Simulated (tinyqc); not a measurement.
Comparisons within one model: optical transitions of a finite quantum well. A value that a table varies takes the place of the one given here.

Each carrier sees a square well of width L with its own depth V and masses m (inside), mb (outside); c = hbar^2/2m0, k = sqrt(m E/c), kappa = sqrt(mb (V - E)/c), and level n solves k L + 2 atan[(k/m)/(kappa/mb)] = n pi. The envelope is cos(kz) for odd n and sin(kz) for even n inside, joins exp(-kappa (|z| - L/2)) outside, and is normalised to 1. Excitons and band mixing are left out.

Constants: hbar^2/2m0 = 3.80998211 eV angstrom^2; e^2/(4 pi eps0) = 14.39964547 eV angstrom; hc = 1239.841984 eV nm.

Inputs chosen for the exercise (near those of an InGaAs well in InP; the results hold for these values, not for the real material): L = 143 angstrom (well width); Vc = 0.24 eV (conduction offset); me = 0.0413 m0 (electron, well); meb = 0.0838 m0 (electron, barrier); eps = 10.8 (background dielectric constant); Nss = (0.027, 0.068, 0.14, 0.27, 0.41, 0.54, 0.81) x 1e12/cm^2 (sheet densities); Eg = 0.802 eV (gap of the well); Vv = 0.32 eV (valence offset); mh = 0.378 m0 (heavy hole along z, well); mhb = 0.523 m0 (heavy hole, barrier); ml = 0.0496 m0 (light hole along z, well); mlb = 0.1144 m0 (light hole, barrier); Ls = (39, 53, 66, 89, 117, 159, 218) angstrom (widths).

## Depolarisation shift

The collective line lies at E12 sqrt(1 + a), a = 8 pi q (n1 - n2) S/(eps E12), q = e^2/(4 pi eps0), S = integral over z of (integral up to z of psi_1 psi_2)^2. Zero temperature with the mass me in both subbands: n1 - n2 = Ns until Ns reaches D E12, D = me/(2 pi c), and D E12 beyond. 1e12/cm^2 = 1e-4/angstrom^2; exchange and the static band bending by the charge are left out.

Line position:

| Ns (1e12/cm^2) | n1 - n2 | a | line (meV) | shift (meV) |
|---|---|---|---|---|
| 0.027 | 0.027 | 0.0140 | 71.71 | 0.50 |
| 0.068 | 0.068 | 0.0352 | 72.46 | 1.24 |
| 0.14 | 0.140 | 0.0725 | 73.75 | 2.54 |
| 0.27 | 0.270 | 0.1398 | 76.03 | 4.82 |
| 0.41 | 0.410 | 0.2123 | 78.41 | 7.20 |
| 0.54 | 0.540 | 0.2796 | 80.56 | 9.34 |
| 0.81 | 0.810 | 0.4194 | 84.84 | 13.63 |

S = 11.005 angstrom
E12 = 71.21 meV

What can be read from the table?

The upward shift grows from 0.50 to 13.63 meV, 19.1 % of E12 at most. For small a the shift is a E12/2, linear in Ns; in the last row that rule gives 14.93 meV. S/L = 0.0770, against 5/(9 pi^2) = 0.0563 for hard walls.

## Width of the well

Edge wavelength hc/(Eg + e1 + hh1), squared e1-hh1 overlap, lh1 - hh1, and the 1-2 intersubband energy with f_12 = (m1/c) E12 z_12^2, 1/m1 = <1|1/m|1> (dash: e2 unbound).

Results:

| L (angstrom) | edge (nm) | overlap^2 | lh1 - hh1 (meV) | E12 (meV) | f_12 |
|---|---|---|---|---|---|
| 39 | 1311.4 | 0.8293 | 73.6 | - | - |
| 53 | 1370.3 | 0.8735 | 56.9 | - | - |
| 66 | 1407.0 | 0.8991 | 45.6 | 172.2 | 0.612 |
| 89 | 1448.7 | 0.9272 | 32.3 | 134.6 | 0.966 |
| 117 | 1478.2 | 0.9474 | 22.7 | 94.9 | 0.972 |
| 159 | 1502.4 | 0.9646 | 14.6 | 60.7 | 0.966 |
| 218 | 1519.3 | 0.9774 | 9.0 | 37.0 | 0.962 |

What does this show?

The edge tunes from 1311 to 1519 nm, towards hc/Eg = 1546 nm, while the overlap goes from 0.829 to 0.977. e2 binds at L = pi sqrt(c/(me Vc)) = 61.6 angstrom; f_12 starts from zero there and is 0.612 at 66 angstrom, the rest going to the continuum; among the widths listed it peaks at 0.972 (117 angstrom) and is 0.962 in the widest well, against 0.961 for hard walls.

## What each parameter does

Edge wavelength hc/(Eg + e1 + hh1), squared overlap of e1 and hh1, and the confinement energies. Each row changes one parameter from the base and keeps the others.

Results:

| case | edge (nm) | overlap^2 | e1 (meV) | hh1 (meV) |
|---|---|---|---|---|
| base | 1495.0 | 0.9593 | 23.2 | 4.1 |
| L = 157 angstrom | 1501.6 | 0.9640 | 20.2 | 3.4 |
| Eg = 0.818 eV | 1466.7 | 0.9593 | 23.2 | 4.1 |
| Vc = 0.204 eV | 1496.9 | 0.9518 | 22.2 | 4.1 |
| Vv = 0.384 eV | 1494.9 | 0.9564 | 23.2 | 4.1 |
| me = 0.0454 m0 | 1497.0 | 0.9647 | 22.2 | 4.1 |
| mh = 0.321 m0 | 1494.0 | 0.9637 | 23.2 | 4.7 |
| meb = 0.1006 m0 | 1496.9 | 0.9563 | 22.2 | 4.1 |

What does this show?

The largest shifts from the base row, up to three for each result and ties (the steps differ in size, so this ranks the rows, not the parameters). edge (nm): Eg -28.3, L +6.6, me +1.9, meb +1.9, Vc +1.9. overlap^2: Vc -0.0075, me +0.0054, L +0.0048; unchanged at the printed digits by Eg. e1 (meV): L -3.0, me -1.1, meb -1.0, Vc -1.0; unchanged at the printed digits by Eg, Vv and mh. hh1 (meV): L -0.6, mh +0.6; unchanged at the printed digits by Eg, Vc, Vv, me and meb.

Run: tinyqc, `OMP_NUM_THREADS=1 python tinyqc.py 1281616 1281617 out.jsonl`; Intel(R) Xeon(R) Processor @ 2.30GHz, one thread, shared host; about 0.05 s of CPU time with all checks.
